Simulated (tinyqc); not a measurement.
# Tunnelling through a two-layer gate stack, WKB transmission and Tsu-Esaki current: two studies

Electrons leave the emitter at x = 0. Energies E (motion across the layers) are in eV from the emitter Fermi level; the collector Fermi level lies at -V and offers states at every E. No charge in the dielectric and no image force: F1 = V/(t1 + t2 eps1/eps2), F2 = F1 eps1/eps2; U = phi1 - F1 x in layer 1 and phi2 - F1 t1 - F2 (x - t1) in layer 2. With C = hbar^2/(2 m0), kappa = sqrt(m (U - E)/C) where U > E and 0 elsewhere; T(E) = exp(-S), S = 2 times the integral of kappa over x.

Parameters, values chosen for the exercise; layer 1 close to silicon dioxide, layer 2 close to hafnium oxide:
- T = 300 K (temperature)
- Ef = 0.33 eV (Fermi energy of the emitter above its band bottom)
- me = 0.2 m0 (emitter mass in the supply function)
- phi1 = 3.24 eV (barrier of layer 1 above the emitter Fermi level at zero bias)
- m1 = 0.49 m0 (tunnelling mass of layer 1)
- t1 = 0.8 nm (thickness of layer 1)
- eps1 = 3.87 (relative permittivity of layer 1)
- phi2 = 1.53 eV (barrier of layer 2 at zero bias)
- m2 = 0.19 m0 (tunnelling mass of layer 2)
- t2 = 3.2 nm (thickness of layer 2)
- eps2 = 22.9 (relative permittivity of layer 2)
- V = 1.4 V (voltage across the dielectric)

Constants: q = 1.602176634e-19 C, kB = 1.380649e-23 J/K, hbar = 1.054571817e-34 J s, m0 = 9.1093837015e-31 kg, Vt = kB T/q, hbar^2/(2 m0) = 0.0380998212 eV nm^2. Results are converted to the units shown.

Each table varies one quantity; the others keep the values above.

## Effect of the barrier height

Each layer adds (2/F) sqrt(m/C) [G(u at its left edge) - G(u at its right edge)] to S, with u = U - E (0 where negative) and G(u) = (2/3) u^1.5. J = J0 times the integral of T(E) N(E) dE, N = ln[(1 + exp(-E/Vt))/(1 + exp((-E - V)/Vt))], J0 = q^2 me m0 kB T/(2 pi^2 hbar^3) (times 1e-4 for A/cm^2 per eV), from E = -Ef to far above the barrier (T = 1 there), by quadrature converged to the digits shown.

Result of one run:
```
phi1 (eV)  S at E = 0  T(E = 0)  J (A/cm^2)  mean E of the current (eV)
3.7             19.37  3.881e-9     0.09372                     -0.1124
```

What becomes of these results when the barrier of layer 1 above the emitter Fermi level at zero bias phi1 is changed from 3.7 to 3.1 eV, all else the same?

Result of the changed run:
```
phi1 (eV)  S at E = 0  T(E = 0)  J (A/cm^2)  mean E of the current (eV)
3.1             18.37  1.055e-8      0.2503                     -0.1107
```

The whole series:
```
phi1 (eV)  S at E = 0  T(E = 0)  J (A/cm^2)  mean E of the current (eV)
1.6             15.18  2.543e-7       5.515                     -0.1019
1.9             15.94  1.193e-7       2.660                     -0.1047
2.2             16.62  6.045e-8       1.376                     -0.1068
2.5             17.24  3.241e-8      0.7500                     -0.1083
2.8             17.82  1.817e-8      0.4260                     -0.1096
3.1             18.37  1.055e-8      0.2503                     -0.1107
3.4             18.88  6.319e-9      0.1513                     -0.1116
3.7             19.37  3.881e-9     0.09372                     -0.1124
```

J falls from 5.51 to 0.0937 A/cm^2, on average 0.843 decades for each eV, while S rises from 15.2 to 19.4. In every row the field exceeds 10 MV/cm (up to 10.4), more than most dielectrics sustain; the model ignores breakdown.

## Effect of the tunnelling mass m2

Same model as above.

Results:
```
m2 (m0)  S at E = 0   T(E = 0)  J (A/cm^2)  mean E of the current (eV)
0.12          16.77   5.230e-8       1.620                     -0.1329
0.15          17.61   2.253e-8      0.6155                     -0.1231
0.2           18.84   6.557e-9      0.1517                     -0.1083
0.25          19.93   2.210e-9     0.04498                    -0.09449
0.31          21.10  6.864e-10     0.01243                    -0.07870
0.4           22.66  1.444e-10    0.002329                    -0.05506
0.63          25.98  5.210e-12    8.123e-5                     0.01940
```

Estimate the missing row, m2 = 0.5 m0.

Computed row:
```
m2 (m0)  S at E = 0   T(E = 0)  J (A/cm^2)  mean E of the current (eV)
0.5           24.20  3.103e-11    4.714e-4                    -0.02641
```

With this row back in the table: J falls from 1.62 to 8.12e-5 A/cm^2. S goes as m2^(0.26): only one of the two layers feels this mass, so the power is below 0.5. In every row the field exceeds 10 MV/cm (up to 10.4), more than most dielectrics sustain; the model ignores breakdown.

tinyqc, about 0.02 s, one thread, Intel Xeon 2.30GHz (shared host): `OMP_NUM_THREADS=1 python tinyqc.py 2540069 2540070 out.jsonl`
